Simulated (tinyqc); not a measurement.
# Square on-chip spiral inductor, lumped pi model: effects of single changes

Outer diameter do = di + 2 n wd + 2 (n - 1) sp, mean da = (do + di)/2, fill p = (do - di)/(do + di), length l = 4 n da. L = 2.34 mu0 n^2 da/(1 + 2.75 p), mu0 = 4 pi 1e-7 H/m. Rs = rho l/(wd delta (1 - exp(-th/delta))), delta = sqrt(rho/(pi f mu0)). Cs = n wd^2 eps0 eo/hu across the coil. At each end Cox = l wd eps0 eo/(2 ho) leads to the substrate branch Rsi = 2 rs he/(l wd) in parallel with Csi = l wd eps0 11.7/(2 he). With one end grounded Y = 1/(Rs + i w L) + i w Cs + 1/[1/(i w Cox) + 1/(1/Rsi + i w Csi)], w = 2 pi f; Q = -Im Y/Re Y. Eddy currents in neighbouring turns and in the substrate are left out.

Parameters, values chosen for the exercise; values of the order met in silicon radio-frequency processes: number of turns n = 5.5; line width wd = 6 um; space between turns sp = 3 um; inner diameter di = 100 um; metal thickness th = 4 um; metal resistivity rho = 1.9 uohm cm; oxide below the coil ho = 7.6 um; oxide between coil and underpass hu = 1 um; relative permittivity of the oxide eo = 3.9; substrate resistivity rs = 10 ohm cm; effective spreading depth in the substrate he = 30 um; frequency f = 0.86 GHz.

Constants: eps0 = 8.8541878128e-12 F/m. Results are converted to the units shown.

Each table varies one quantity; the others keep the values above.

## Quality factor against frequency

Apparent inductance Im(1/Y)/w; share of the loss Re(substrate branch)/Re Y.

Quality factor against frequency:

| f (GHz) | Rs (ohm) | w L/Rs | Q | apparent inductance (nH) | loss in the substrate (%) |
|---|---|---|---|---|---|
| 0.18 | 3.664 | 2.147 | 2.146 | 6.960 | 0.001574 |
| 0.29 | 4.006 | 3.165 | 3.160 | 6.965 | 0.008756 |
| 0.47 | 4.470 | 4.597 | 4.579 | 6.978 | 0.05137 |
| 0.77 | 5.115 | 6.581 | 6.505 | 7.013 | 0.3125 |
| 1.3 | 6.063 | 9.374 | 8.969 | 7.117 | 2.031 |
| 2 | 7.120 | 12.28 | 10.62 | 7.338 | 8.567 |
| 3.3 | 8.771 | 16.45 | 9.511 | 8.009 | 32.96 |
| 5.5 | 11.06 | 21.73 | 4.468 | 10.03 | 68.94 |
| 8.9 | 13.94 | 27.91 | 0.8216 | 11.53 | 87.91 |

Q goes from 2.15 through a maximum of 10.6 (at f = 2 GHz among the rows listed) to 0.822; the exact peak is 10.8 at 2.31 GHz and Q reaches zero at the self-resonance, 10.5 GHz. The share of the substrate rises from 0.00157 to 87.9 %, and the apparent inductance ends at 1.66 times L. At the peak the substrate takes 13.3 % of the loss. For f = 8.9 the coil is longer than 0.15 of a wavelength in the oxide, where one lumped section is rough.

## Effect of the metal thickness

Same model as above.

Peak Q and its frequency from a search over f; self-resonance where Im Y = 0; Q at the given f (negative beyond resonance).

The same in every row: L (nH) = 6.958; do (um) = 193.0.

Effect of the metal thickness:

| th (um) | peak Q | f of the peak (GHz) | self-resonance (GHz) | Q at f |
|---|---|---|---|---|
| 0.5 | 4.230 | 3.443 | 10.49 | 1.635 |
| 0.9 | 6.123 | 3.050 | 10.50 | 2.720 |
| 1.5 | 7.967 | 2.749 | 10.51 | 4.036 |
| 2 | 8.972 | 2.600 | 10.51 | 4.903 |
| 3 | 10.18 | 2.417 | 10.51 | 6.171 |
| 4 | 10.79 | 2.312 | 10.51 | 7.001 |
| 6 | 11.27 | 2.206 | 10.51 | 7.900 |
| 9 | 11.43 | 2.158 | 10.51 | 8.385 |

As th goes from 0.5 to 9, L stays at 6.96 nH, the peak Q rises from 4.23 to 11.4, its frequency falls from 3.44 to 2.16 GHz and the self-resonance stays near 10.5 GHz. Once th exceeds a few skin depths Rs no longer falls.

Computed by the program tinyqc: `OMP_NUM_THREADS=1 python tinyqc.py 2302048 2302049 out.jsonl`, one thread of a shared Intel Xeon 2.30GHz, about 0.01 s for the whole run.
